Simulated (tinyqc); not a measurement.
Deep-level transient spectroscopy (DLTS) of one majority-carrier trap: one step, computed by the program tinyqc. Command: `OMP_NUM_THREADS=1 python tinyqc.py 3026445 3026446 out.jsonl dlts walk`. One thread of a shared host (Intel(R) Xeon(R) Processor @ 2.30GHz), about 0.07 s of CPU time with the checks.

A filling pulse loads the traps in a one-sided junction; under reverse bias they empty at the rate e, and the capacitance relaxes as C(t) = C_0 - dC exp(-e t). The signal is S = [C(t_2) - C(t_1)]/dC.

Question. Peak temperature and width. e = g sigma v N_b exp(-E/k_B T), v = sqrt(3 k_B T/m), N_b = 2 M (2 pi m k_B T/h^2)^(3/2), sigma = sigma_0, E = E_t - dE with the one-dimensional Poole-Frenkel lowering dE = sqrt(e^3 F/(pi eps eps_0)), F being held as an input apart from the bias (the centre is charged when empty). S(e) = exp(-e t_1) - exp(-e t_2) peaks at the rate window e_0 = ln(t_2/t_1)/(t_2 - t_1). T_p solves e(T) = e_0 (bisection between 15 and 1500 K); the half-height points solve S = S_max/2 on either side.

Inputs (values chosen for the exercise, with mass and screening modelled on germanium):

| quantity | value | unit |
|---|---|---|
| density-of-states mass m | 0.223 | m_0 |
| valleys M | 4 | - |
| trap depth E_t | 0.232 | eV |
| cross-section sigma_0 | 2e-17 | cm^2 |
| degeneracy ratio g | 0.5 | - |
| gate time t_1 | 0.002 | s |
| ratio t_2/t_1 | 10 | - |
| temperature T | 109 | K |
| dielectric constant eps | 16.7 | - |
| mean field F | 21000 | V/cm |

Carriers: electrons. Extra term: Poole-Frenkel lowering.

rate window e_0 = 127.9214 1/s

peak height S_max = 0.6968373

Constants: k_B = 8.617333262e-05 eV/K; k_B = 1.380649e-23 J/K; m_0 = 9.1093837015e-31 kg; h = 6.62607015e-34 J s; e = 1.602176634e-19 C; eps_0 = 8.8541878128e-12 F/m.

Give: peak temperature T_p; lower half-height point; upper half-height point; full width.

Answer.

peak temperature T_p = 153.6 K

lower half-height point = 140.5 K

upper half-height point = 167.1 K

full width = 26.52 K

The width is 17.3 % of T_p, and E_t is 17.5 k_B T_p.
